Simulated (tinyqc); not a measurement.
# Mass from the capacitance plateau

Problem. Once one two-dimensional band is degenerate, Cq = q gv md m0 q/(pi hbar^2) and 1/C_G = 1/Cox + 1/Cq (no traps). Find Cq, md and the oxide-equivalent thickness 3.9 eps0/Cq that it adds.

Inputs (values chosen for the exercise): valley degeneracy gv = 1.

Constants: q = 1.602176634e-19 C, hbar = 1.054571817e-34 J s, m0 = 9.1093837015e-31 kg, eps0 = 8.8541878128e-14 F/cm where lengths are in cm. Results are converted to the units shown.

C_G on the plateau = 0.34546876 uF/cm^2
Cox = 0.40625097 uF/cm^2

Answer. Removing Cox from the series leaves Cq, which is proportional to gv md.

Cq = 2.31 uF/cm^2
md = 0.0345 m0
added thickness = 1.50 nm

Computed by the program tinyqc: `OMP_NUM_THREADS=1 python tinyqc.py 2200141 2200142 out.jsonl`, one thread of a shared Intel Xeon 2.30GHz, about 0.01 s for the whole run.
